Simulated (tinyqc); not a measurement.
RKS/exchange-only LDA in the sto-3g basis, for B+, spin multiplicity 1, step by step. One step of it, computed by the program tinyqc.

Task: Iteration 2: building the Kohn-Sham matrix. J_ij = sum D_kl (ij|kl); F = H + J + V_xc; E = tr D H + tr D J / 2 + E_xc + E_nn.

D after iteration 1:
```
            1B 1s      1B 2s    1B 2px    1B 2py    1B 2pz
1B 1s    2.156421  -0.580784  0.000000  0.000000  0.000000
1B 2s   -0.580784   2.156421  0.000000  0.000000  0.000000
1B 2px   0.000000   0.000000  0.000000  0.000000  0.000000
1B 2py   0.000000   0.000000  0.000000  0.000000  0.000000
1B 2pz   0.000000   0.000000  0.000000  0.000000  0.000000
```

core Hamiltonian H = T + V (hartree):
```
             1B 1s      1B 2s     1B 2px     1B 2py     1B 2pz
1B 1s   -12.321086  -3.187330   0.000000   0.000000   0.000000
1B 2s    -3.187330  -3.412465   0.000000   0.000000   0.000000
1B 2px    0.000000   0.000000  -2.617559   0.000000   0.000000
1B 2py    0.000000   0.000000   0.000000  -2.617559   0.000000
1B 2pz    0.000000   0.000000   0.000000   0.000000  -2.617559
```

Two-electron integrals (ij|kl) in chemists' order, unique and non-zero (hartree):
```
(11|11) 2.923513   (21|11) 0.518376   (21|21) 0.109262   (22|11) 0.744229
(22|21) 0.193177   (22|22) 0.544804   (31|31) 0.020264   (32|31) 0.029996
(32|32) 0.120346   (33|11) 0.742491   (33|21) 0.193240   (33|22) 0.544682
(33|33) 0.586773   (41|41) 0.020264   (42|41) 0.029996   (42|42) 0.120346
(43|43) 0.031630   (44|11) 0.742491   (44|21) 0.193240   (44|22) 0.544682
(44|33) 0.523513   (44|44) 0.586773   (51|51) 0.020264   (52|51) 0.029996
(52|52) 0.120346   (53|53) 0.031630   (54|54) 0.031630   (55|11) 0.742491
(55|21) 0.193240   (55|22) 0.544682   (55|33) 0.523513   (55|44) 0.523513
(55|55) 0.586773
```

nuclear repulsion = 0 hartree

V_xc (hartree):
```
            1B 1s      1B 2s     1B 2px     1B 2py     1B 2pz
1B 1s   -1.697478  -0.253733   0.000000   0.000000   0.000000
1B 2s   -0.253733  -0.341521   0.000000   0.000000   0.000000
1B 2px   0.000000   0.000000  -0.338379   0.000000   0.000000
1B 2py   0.000000   0.000000   0.000000  -0.338379   0.000000
1B 2pz   0.000000   0.000000   0.000000   0.000000  -0.338379
```

E_xc = sum of w rho eps_xc = -3.07665976 hartree

Give: Coulomb J; Kohn-Sham matrix F; total energy of this density.

Result:

Coulomb J (hartree):
```
         1B 1s   1B 2s  1B 2px  1B 2py  1B 2pz
1B 1s   7.3071  1.4075  0.0000  0.0000  0.0000
1B 2s   1.4075  2.5553  0.0000  0.0000  0.0000
1B 2px  0.0000  0.0000  2.5512  0.0000  0.0000
1B 2py  0.0000  0.0000  0.0000  2.5512  0.0000
1B 2pz  0.0000  0.0000  0.0000  0.0000  2.5512
```

Kohn-Sham matrix F (hartree):
```
          1B 1s    1B 2s   1B 2px   1B 2py   1B 2pz
1B 1s   -6.7115  -2.0336   0.0000   0.0000   0.0000
1B 2s   -2.0336  -1.1987   0.0000   0.0000   0.0000
1B 2px   0.0000   0.0000  -0.4047   0.0000   0.0000
1B 2py   0.0000   0.0000   0.0000  -0.4047   0.0000
1B 2pz   0.0000   0.0000   0.0000   0.0000  -0.4047
```

total energy of this density = -23.486252 hartree
